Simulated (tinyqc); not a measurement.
Vertical double-diffused power MOSFET, components of the on-resistance: one step of the calculation.

Stripe cells of pitch Wp + a, two channels a cell. Current flows through the channels, spreads in the accumulation layer, passes the gap between the p bodies and spreads at 45 degrees into the drift layer below them. Low drain voltage, full ionisation.

Task. Components of the on-resistance. Pitch p = Wp + a, Cox = 3.9 eps0/tox; zero-bias depletion in the gap w0 = sqrt(2 eps0 eps_r Vbi/(q N Nj)), open gap g = a - 2 w0; R_ch = Lc p/(2 mch Cox Vov); R_acc = 0.6 a p/(4 mac Cox Vov), 0.6 being an empirical factor for current leaving the layer along its length; R_gap = (rho/Nj) xp p/g; spreading depth t = min(W, (p - g)/2); R_drift = (rho p/2) ln((g + 2 t)/g) + rho (W - t); R_on = the sum with Rs.

Values chosen for this exercise; bulk values close to those of gallium nitride:

| symbol | value | unit | meaning |
|---|---|---|---|
| eps_r | 9.38 |  | relative permittivity |
| tox | 39 | nm | gate oxide thickness (eps_r 3.9) |
| Vov | 9 | V | gate overdrive |
| mch | 24 | cm^2/(V s) | channel mobility |
| mac | 130 | cm^2/(V s) | accumulation-layer mobility |
| Lc | 0.3 | um | channel length |
| Wp | 1.7 | um | width of the p body in one cell, channels included |
| a | 2.6 | um | gap between neighbouring p bodies |
| xp | 0.8 | um | depth of the p body |
| Nj | 5 |  | doping of the gap over the drift doping |
| Vbi | 3.1 | V | built-in voltage of the body junction |
| Rs | 0.056 | mohm cm^2 | substrate and contact resistance |

Constants: q = 1.602176634e-19 C, eps0 = 8.8541878128e-14 F/cm where lengths are in cm. Results are converted to the units shown.

N = 1.8317939e16 cm^-3
W = 8.2411516 um
mu = 618.97687 cm^2/(V s)
rho = 0.55047623 ohm cm

Find: w0; g; components; R_on; shares.

Result.

w0 = 0.18732 um
g = 2.2254 um
components (mohm cm^2): channel 0.33725, accumulation 0.16188, gap 0.017019, drift 0.47451, substrate 0.056000
R_on = 1.0467 mohm cm^2
shares (%): channel 32.222, accumulation 15.466, gap 1.626, drift 45.336, substrate 5.350

The drift term is the largest. R_on is 2.31 times the ideal drift resistance, and spreading raises the drift term to 1.05 times it.

Computed by the program tinyqc: `OMP_NUM_THREADS=1 python tinyqc.py 2230045 2230046 out.jsonl`, one thread of a shared Intel Xeon 2.30GHz, about 0.01 s for the whole run.
